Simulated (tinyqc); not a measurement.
Wannier functions of a composite (isolated) pair of valence bands (bonds of an sp chain), step by step. Values are carried at full precision from step to step, so a last printed digit may differ when a step is redone from the rounded ones.

Each atom has a hybrid pointing left (<) and right (>). H(k): diagonal +V3 on A, -V3 on B; <A<|A>> = -V1a, <B<|B>> = -V1b, <A>|B<> = -V2, <B>|A<> = -V2p exp(ik); k in 1/a, Bloch sums with exp(ikR). The two lowest bands are filled. Trial functions in cell 0: g1 = cos(c) A> + sin(c) B<, and g2 = sin(c) B> + cos(c) A< of cell 1, whose Bloch vector has cos(c) exp(-ik) on A<. Projection A_mn = <psi_m|g_n>, S = A^+ A, Loewdin U = A S^(-1/2), Bloch-like states w_n = sum_m psi_m U_mn, H_W(k) = U^+ diag(E) U. P = sum_m |psi_m><psi_m| is free of phase choices, and S = g^+ P g, w = P g S^(-1/2).

Parameters, chosen for this exercise: V2 = 4.49 eV (coupling in the bond A-B inside the cell); V2p = 4.15 eV (coupling in the bond to the next cell); V1a = 0.93 eV (coupling of the two hybrids on A); V1b = 1.07 eV (the same on B); V3 = 0 eV (A at +V3, B at -V3); j = 3 (mesh point, k = 2 pi j/N); N = 5 (k points); c = 55 degrees (trial bonds cos(c) on A, sin(c) on B); xb = 0.41 a (position of B (A at 0)).

## H at one mesh point

Fill in the matrix.

H(k) (eV), lower triangle (Hermitian):
```
,A<,A>,B<,B>
A<,0
A>,-0.9300,0
B<,0,-4.4900,0
B>,3.3574+2.4393i,0,-1.0700,0
```

## Levels and the projector on the filled bands

Diagonalise; P = sum over the two lowest states of |psi><psi|.

levels (eV): -4.7767  -4.0713  4.0713  4.7767

P, lower triangle (Hermitian):
```
,A<,A>,B<,B>
A<,0.5000
A>,0.1025+0.0341i,0.5000
B<,0,0.4881+0.0071i,0.5000
B>,-0.3994-0.2807i,0,0.1039+0.0296i,0.5000
```

The filled states put 2.000 electrons on A and 2.000 on B at this k.

## Loewdin orthogonalisation

The trial vectors are the columns g1 = (0, cos c, sin c, 0), g2 = (cos c exp(-ik), 0, 0, sin c), k = 2 pi j/N. Form S = g^+ P g, its eigenvalues, S^(-1/2), and w = P g S^(-1/2).

S:
```
,1,2
1,0.9587,0.0358-0.0091i
2,0.0358+0.0091i,0.9587
```

eigenvalues of S: 0.9217  0.9957

S^(-1/2):
```
,1,2
1,1.0219,-0.0191+0.0049i
2,-0.0191-0.0049i,1.0219
```

w:
```
,1,2
A<,0.0727-0.0249i,-0.5724+0.4079i
A>,0.7029-0.0060i,-0.0734+0.0226i
B<,0.7029+0.0042i,0.0738-0.0215i
B>,0.0738+0.0215i,0.7029-0.0045i
```

The combinations of the trial bonds that diagonalise S lie 92.2 to 99.6 % inside the filled space; an eigenvalue near zero would mark a poor choice.

## The Hamiltonian in the new basis

H_W = w^+ H w; its eigenvalues must be the two filled levels.

H_W(k) (eV):
```
,1,2
1,-4.594,-0.156-0.267i
2,-0.156+0.267i,-4.254
```

eigenvalues (eV): -4.777  -4.071

## Hoppings between the Wannier functions

H_mn(R) = (1/N) sum_k exp(-ikR) H_W,mn(k), the coupling of function m in cell 0 to function n in cell R.

H(R) (eV):
```
R,11,12,21,22
-2,0.0005,-0.0042,-0.0002,0.0005
-1,0.0284,-0.4626,-0.0022,0.0284
0,-4.5483,-0.5308,-0.5308,-4.2083
1,0.0284,-0.0022,-0.4626,0.0284
2,0.0005,-0.0002,-0.0042,0.0005
```

The bond levels are -4.548 and -4.208 eV, against -sqrt(V2^2 + V3^2) = -4.490 and -4.150 for isolated bonds. Neighbouring bonds couple by -0.531 eV through B; the bond-orbital estimate is -V1b (1 + ap)/2 = -0.535 with the mean V2 in ap = V3/sqrt(V2^2 + V3^2).

## The functions in real space

w_n(R) = (1/N) sum_k exp(ikR) w_n(k); point-like hybrids at R (A) and R + xb (B) give centres and spreads.

Function 1:
```
R,A<,A>,B<,B>
-2,0.0000,0.0002,0.0000,-0.0010
-1,0.0005,0.0065,-0.0026,-0.0377
0,0.0383,0.7047,0.7047,0.0440
1,-0.0434,-0.0042,0.0049,0.0005
2,-0.0010,-0.0001,0.0002,0.0000
```

centres (a): 1 0.2055, 2 0.7045

spreads (a^2): 1 0.0441, 2 0.0885

Function 1 has 99.3 % of its weight on the two hybrids of its bond. Its centre lies +0.0005 a from the middle of the bond.

## Checks

- Eigenvalues of H_W against the filled levels: they agree to 1e-10 or better.
- W^+ w against the unit matrix: they agree to 1e-10 or better.

(tinyqc, `OMP_NUM_THREADS=1 python tinyqc.py 1482776 1482777 out.jsonl`, Intel(R) Xeon(R) Processor @ 2.30GHz, 1 thread, shared host, about 0.3 s.)
